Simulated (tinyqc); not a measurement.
Coupled-perturbed Hartree-Fock on RHF in the 6-31g basis, for H3-, spin multiplicity 1, step by step. The basis has no diffuse functions, so it cannot describe the extra electron: this is an exercise in the method, not the real anion. One step of it, computed by the program tinyqc.

Task: Coupled step 2. U_ai = -(mu_ai + sum_bj [4 (ai|bj) - (ab|ij) - (aj|bi)] U_bj) / (e_a - e_i); alpha = -4 sum U_ai mu_ai.

U after step 1, order a3, a4, a5, a6:
```
[[0.711235, -2.451302],
 [0.068375, 0.837425],
 [0.040899, -0.002791],
 [-0.042807, 0.063854]]
```

dipole integrals <a|z|i> (bohr), order a3, a4, a5, a6:
```
[[-0.542807, 0.650434],
 [-0.067552, -0.569077],
 [0.070479, -0.000005],
 [0.109827, -0.099564]]
```

orbital energies (hartree): [-0.407390, 0.133347, 0.541140, 1.024124, 1.389911, 1.858449]

Two-electron integrals over orbitals (pq|rs), unique and non-zero (hartree):
```
(11|11) 0.628079    (21|11) -1.06e-06   (21|21) 0.096281    (22|11) 0.454596
(22|21) 9.50e-07    (22|22) 0.421403    (31|11) 0.038824    (31|21) 1.25e-07
(31|22) -0.014218   (31|31) 0.057310    (32|11) 2.75e-07    (32|21) -0.040400
(32|22) -5.57e-07   (32|31) -1.54e-07   (32|32) 0.039890    (33|11) 0.403956
(33|21) -4.38e-07   (33|22) 0.344001    (33|31) 0.019508    (33|32) 2.97e-07
(33|33) 0.356693    (41|11) -0.144643   (41|21) 6.72e-07    (41|22) -0.060308
(41|31) -0.016332   (41|32) -5.38e-08   (41|33) -0.035009   (41|41) 0.087123
(42|11) 9.86e-07    (42|21) 0.002343    (42|22) 5.50e-07    (42|31) 1.22e-07
(42|32) -0.008523   (42|33) 1.80e-07    (42|41) -7.34e-07   (42|42) 0.025657
(43|11) -0.017281   (43|21) 1.95e-07    (43|22) -0.017694   (43|31) 0.024915
(43|32) -1.65e-07   (43|33) 0.002852    (43|41) 0.018663    (43|42) 1.05e-07
(43|43) 0.041550    (44|11) 0.493984    (44|21) -1.46e-06   (44|22) 0.374094
(44|31) 0.042689    (44|32) 4.99e-07    (44|33) 0.359143    (44|41) -0.088585
(44|42) 5.53e-07    (44|43) 0.003639    (44|44) 0.429080    (51|11) 1.69e-07
(51|21) -0.071484   (51|22) -9.52e-07   (51|31) -1.64e-07   (51|32) 0.021844
(51|33) 3.61e-08    (51|41) -4.40e-07   (51|42) 0.025643    (51|43) 4.79e-08
(51|44) 6.92e-07    (51|51) 0.084322    (52|11) -0.143363   (52|21) -5.16e-07
(52|22) -0.088185   (52|31) 0.005242    (52|32) 1.24e-07    (52|33) -0.046406
(52|41) 0.064292    (52|42) -9.84e-08   (52|43) 0.003712    (52|44) -0.083090
(52|51) 1.16e-06    (52|52) 0.091373    (53|11) -6.41e-08   (53|21) 0.004698
(53|22) -3.87e-08   (53|31) 1.51e-07    (53|32) 0.007186    (53|33) 1.14e-07
(53|41) 1.83e-07    (53|42) -0.009426   (53|43) 8.85e-08    (53|44) 6.42e-08
(53|51) -0.014864   (53|52) -2.42e-07   (53|53) 0.012574    (54|11) -9.30e-07
(54|21) 0.077840    (54|22) 5.26e-07    (54|31) 3.16e-07    (54|32) -0.030106
(54|33) -2.60e-07   (54|41) 7.11e-07    (54|42) -0.002498   (54|43) 2.32e-07
(54|44) -1.24e-06   (54|51) -0.065639   (54|52) -3.08e-07   (54|53) 0.004842
(54|54) 0.073989    (55|11) 0.531624    (55|21) 2.21e-06    (55|22) 0.451930
(55|31) -0.015877   (55|32) -9.78e-07   (55|33) 0.354637    (55|41) -0.112419
(55|42) 5.29e-07    (55|43) -0.016727   (55|44) 0.420202    (55|51) -2.65e-06
(55|52) -0.152378   (55|53) 1.96e-07    (55|54) 1.68e-06    (55|55) 0.556814
(61|11) -0.027970   (61|21) -4.54e-07   (61|22) 0.037844    (61|31) -0.055567
(61|32) 2.96e-07    (61|33) -0.016719   (61|41) 0.022891    (61|42) 1.51e-07
(61|43) 0.007561    (61|44) -0.034468   (61|51) 5.86e-07    (61|52) -0.036226
(61|53) -1.22e-07   (61|54) -7.63e-07   (61|55) 0.066727    (61|61) 0.108520
(62|11) -6.19e-07   (62|21) 0.057813    (62|22) 4.36e-07    (62|31) 3.17e-07
(62|32) -0.021339   (62|33) -1.67e-07   (62|41) 4.92e-07    (62|42) -0.013004
(62|43) 2.92e-08    (62|44) -7.17e-07   (62|51) -0.059728   (62|52) -4.80e-07
(62|53) 0.014512    (62|54) 0.049839    (62|55) 1.37e-06    (62|61) -7.95e-07
(62|62) 0.053210    (63|11) -0.116033   (63|21) 3.57e-07    (63|22) -0.054402
(63|31) -0.025244   (63|32) -4.71e-08   (63|33) -0.042079   (63|41) 0.051327
(63|42) -3.58e-07   (63|43) 0.003673    (63|44) -0.075478   (63|51) -8.64e-08
(63|52) 0.042054    (63|53) 5.75e-08    (63|54) 2.54e-07    (63|55) -0.077605
(63|61) 0.026459    (63|62) 2.04e-07    (63|63) 0.048596    (64|11) 0.043890
(64|21) 6.12e-07    (64|22) -0.018612   (64|31) 0.051887    (64|32) -3.75e-07
(64|33) 0.019217    (64|41) -0.028400   (64|42) -5.69e-08   (64|43) 0.004406
(64|44) 0.047685    (64|51) -7.51e-07   (64|52) 0.018680    (64|53) 1.56e-07
(64|54) 9.15e-07    (64|55) -0.039248   (64|61) -0.086622   (64|62) 8.38e-07
(64|63) -0.029728   (64|64) 0.082286    (65|11) 1.16e-06    (65|21) -0.096467
(65|22) -1.02e-06   (65|31) -1.08e-07   (65|32) 0.046081    (65|33) 4.49e-07
(65|41) -9.02e-07   (65|42) 0.016759    (65|43) -7.15e-08   (65|44) 1.58e-06
(65|51) 0.095594    (65|52) 9.04e-07    (65|53) -0.012160   (65|54) -0.089341
(65|55) -2.86e-06   (65|61) 6.38e-07    (65|62) -0.077714   (65|63) -4.27e-07
(65|64) -8.60e-07   (65|65) 0.134143    (66|11) 0.634886    (66|21) -1.63e-06
(66|22) 0.455199    (66|31) 0.047971    (66|32) 5.14e-07    (66|33) 0.406934
(66|41) -0.167864   (66|42) 1.23e-06    (66|43) -0.024873   (66|44) 0.505346
(66|51) 6.94e-07    (66|52) -0.155084   (66|53) -1.77e-07   (66|54) -1.47e-06
(66|55) 0.548797    (66|61) -0.047692   (66|62) -1.06e-06   (66|63) -0.134866
(66|64) 0.063305    (66|65) 2.04e-06    (66|66) 0.698592
```

Give: U after step 2; polarisability.

Result:

U after step 2, order a3, a4, a5, a6:
```
[[0.746, -2.934],
 [0.075, 0.900],
 [0.095, -0.005],
 [-0.039, 0.067]]
```

polarisability = 11.338 bohr^3
